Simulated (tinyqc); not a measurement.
Coulomb enhancement above the gap: Wannier exciton and Elliott formula.

Values chosen for the exercise (out of a larger set: near those of GaAs; not measured data): xs = (0.073, 0.21, 0.59, 2, 3.1, 12, 46, 130) ((E - Eg)/Ry*).

Ry* = 4.3517 meV

With x = (E - Eg)/Ry* and y = pi/sqrt(x): S3 = y exp(y)/sinh(y), and S2 = exp(y)/cosh(y). Free-pair absorption goes as sqrt(x) in three dimensions and is constant in two.

Factors:
```
x,E - Eg (meV),sqrt(x),S3,S3 sqrt(x),S2
0.073,0.32,0.270,23.255,6.283,2.000
0.21,0.91,0.458,13.711,6.283,2.000
0.59,2.57,0.768,8.182,6.285,1.999
2.0,8.70,1.414,4.496,6.358,1.977
3.1,13.49,1.761,3.672,6.465,1.945
12,52.22,3.464,2.167,7.507,1.720
1.3e+02,565.73,11.402,1.301,14.830,1.269
```

Give the missing row, x = 46.

Computed row:
```
x   E - Eg (meV)  sqrt(x)     S3  S3 sqrt(x)     S2
46        200.18    6.782  1.534      10.402  1.433
```

In three dimensions the product tends to 2 pi = 6.283 at the edge (6.283 in the first row), so the square-root onset becomes a step. Even 566 meV above the gap the enhancement is 1.30; it decays only as 1 + pi/sqrt(x) = 1.28. In two dimensions it never exceeds 2 and has fallen to 1.27. The last rows lie beyond the range of parabolic bands.

Run: tinyqc, `OMP_NUM_THREADS=1 python tinyqc.py 1251419 1251420 out.jsonl`; Intel(R) Xeon(R) Processor @ 2.30GHz, one thread, shared host; about 0.01 s of CPU time with all checks.
